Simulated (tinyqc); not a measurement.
Potential-pH (Pourbaix) lines of a metal, its cation, its oxide and an oxyanion, with a complexing ligand: one step, computed by the program tinyqc.

Potentials are against the standard hydrogen electrode; solids and water have unit activity; dG_f of M, H+ and the electron is zero; F = e N_A and s = R T ln(10)/F. The cation carries z = 3.

Problem. Vertical lines. M3+ + 3e = M; (1/2) M2O3 + 3H+ + 3e = M + (3/2) H2O; MO2(-) + 4H+ + 3e = M + 2H2O. For each, E0 = -dG/(z F), and E = E0 + (s/z) log10 a - (s n_H/z) pH, with no activity term for the oxide. Two oxidised species coexist where their lines against the metal cross: pH1 (cation/oxide) = [E0(oxide) - E0(cation)]/s - (log10 a)/z; pH2 (oxide/oxyanion) = {[E0(oxyanion) - E0(oxide)]/s + (log10 a)/z}/(4/z - 1).

Inputs (values chosen for the exercise, modelled on gallium): temperature T = 298.15 K; log10 of the dissolved activity a = -3.

Species: M, M3+, M2O3, MO2(-).

E0 (V): cation -0.5572522, oxide -0.4929938, oxyanion -0.2023451

s = 0.05915935 V

Give: pH1; pH2; width of the oxide field, pH2 - pH1.

Solution.

pH1 = 2.0862

pH2 = 11.739

width of the oxide field, pH2 - pH1 = 9.6527

The oxide is stable from pH 2.09 to 11.74; each decade less of dissolved metal narrows this field by 1.33 pH units.
